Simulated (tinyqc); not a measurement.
Recursion (Haydock) method for the local density of states: surface site of a square lattice, step by step. Values are carried at full precision from step to step, so a last printed digit may differ when a step is redone from the rounded ones.

One orbital a site at energy 0, hopping -t to the 4 nearest neighbours of a square lattice; the start u0 is a site in the outermost layer of a half crystal, with energy V. Recursion: a_n = <u_n|H|u_n>, b_(n+1) u_(n+1) = (H - a_n) u_n - b_n u_(n-1), b > 0. G(z) = 1/(z - a0 - b1^2/(z - a1 - b2^2/(...))), z = E + i eta. After n levels the tail is b_n^2 T with the square-root terminator T = (z - sqrt(z - 2b) sqrt(z + 2b))/(2 b^2), b = 2t so that the band edges lie at -/+ 4t.

Inputs chosen for the exercise: t = 0.63 eV (hopping); V = 0 eV (shift of the starting site); n = 4 (levels kept); E = 1.97 eV (energy); eta = 0.032 eV (broadening).

## The coefficients

Carry the recursion for n levels; the lattice is large enough that no wall but the surface is met.

Coefficients:
```
n  a_n (eV)  b_(n+1) (eV)  b_(n+1)^2/t^2
0    0.0000       1.09119         3.0000
1    0.0000       1.20636         3.6667
2    0.0000       1.22614         3.7879
3    0.0000       1.24119         3.8815
```

b1^2/t^2 = 3 counts the neighbours of the start. All a_n vanish because the lattice is bipartite and V = 0. The b_n tend to a quarter of the band width, 1.260 eV.

## Moments from the coefficients

For a1 = a2 = 0: mu1 = a0, mu2 = a0^2 + b1^2, mu3 = a0^3 + 2 a0 b1^2, mu4 = a0^4 + 3 a0^2 b1^2 + b1^4 + b1^2 b2^2.

mu1 to mu4 (eV^n): [0.000, 1.191, 0.000, 3.151]

mu4/t^4 = 20 is the number of closed walks of four steps.

## The continued fraction at one energy

Start from the terminator and work up: G_i = 1/(z - a_i - S_i), S_i = b_(i+1)^2 G_(i+1), with T in place of G_n. The density is -Im G_0/pi.

Levels of the fraction:
```
i        S_i (eV)      G_i (1/eV)
3  0.9364-0.7473i  0.6168-0.4651i
2  0.9273-0.6992i  0.6429-0.4508i
1  0.9356-0.6561i  0.6702-0.4458i
0  0.7980-0.5309i  0.6933-0.3330i
```

local density of states = 0.1060 1/eV

A direct sum over the zone gives 0.1038 1/eV at the same z; 4 levels miss it by +2.1 %.

## Checks

- G from 10 levels against a direct sum over the zone at E = 4.0320 eV, above the band (1/eV): both 0.26998.

(tinyqc, `OMP_NUM_THREADS=1 python tinyqc.py 1481212 1481213 out.jsonl`, Intel(R) Xeon(R) Processor @ 2.30GHz, 1 thread, shared host, about 0.01 s.)
